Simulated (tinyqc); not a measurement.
Permeation of metal atoms or ions through a thin barrier or dielectric: time lag, field-aided drift and lifetime. Changing the voltage V (positive drives ions across). Computed by tinyqc, a small Python program. Command: `OMP_NUM_THREADS=1 python tinyqc.py 3028734 3028735 out.jsonl barrier sweep`. One thread of a shared host (Intel(R) Xeon(R) Processor @ 2.30GHz), about 0.03 s of CPU time with the checks.

The film 0 < x < d is empty at first; C = C0 at x = 0 and C = 0 at x = d. dC/dt = D d2C/dx2 - v dC/dx with drift v = D z e V/(k_B T d) (uniform field, no space charge).

Inputs (values chosen for the exercise, for a model case: singly charged ions through a dielectric):
```
quantity                               value    unit
thickness d                               15      nm
prefactor D0                         4.7e-09  cm^2/s
activation energy E                    0.761      eV
concentration at the source side C0  1.1e+15  1/cm^3
charge number z                            1       -
critical dose Q_c                      9e+07  1/cm^2
test temperature T                       225       C
use temperature T_u                       70       C
```

Constants: k_B = 8.617333262e-05 eV/K.

Method:
- D = D0 exp(-E/(k_B T)); time scale d^2/D; Peclet number P = z V/(k_B T), k_B T in eV; 1 nm = 1e-7 cm.
- Temperatures in kelvin are T(C) + 273.15.
- Steady flux J = (D C0/d) P/(1 - exp(-P)); time lag in units of d^2/D: s_L = [P (1 + exp(-P))/(1 - exp(-P)) - 2]/P^2 (P = 0: J = D C0/d, s_L = 1/6).
- Dose through the film Q(s) = C0 d {f (s - s_L) - 2 exp(P/2) sum_(n=1..200) (-1)^n n^2 pi^2 exp(-l_n s)/l_n^2}, l_n = n^2 pi^2 + P^2/4, f = P/(1 - exp(-P)) the relative flux.
- Solve Q = Q_c for s. At the use temperature D and P take T_u, with the same C0 and V; 1 year = 3.15576e7 s.

One run for each value; columns: (1) voltage V (positive drives ions across) (V); (2) failure time at T (s); (3) flux relative to D C0/d; (4) time lag s_L; (5) Peclet number P:
```
(1)           (2)         (3)      (4)      (5)
-0.50  1.2829e+07  1.0180e-04  0.07111  -11.648
-0.30  2.0484e+05  6.4520e-03  0.10241   -6.989
-0.15  1.5289e+04  1.0945e-01  0.14031   -3.494
-0.05  6.0042e+03  5.2820e-01  0.16302   -1.165
0.05   3.6771e+03  1.6930e+00  0.16302    1.165
0.15   2.6687e+03  3.6037e+00  0.14031    3.494
0.30   1.9042e+03  6.9950e+00  0.10241    6.989
0.50   1.3862e+03  1.1648e+01  0.07111   11.648
0.70   1.0933e+03  1.6307e+01  0.05380   16.307
```

Over the rows, failure time at T (s) falls from 1.28e7 to 1090; flux relative to D C0/d rises from 1.02e-4 to 16.3; time lag s_L goes from 0.0711 through a maximum among these rows, 0.163 at -0.0500, to 0.0538. The lag is even in V and the flux is not: f(P) - f(-P) = P.

Caution (all rows): grain boundaries, pinholes, trapping and space charge are left out; thin real barriers usually fail at defects.

Extremes, crossings and ranges named in words are read from the listed rows.
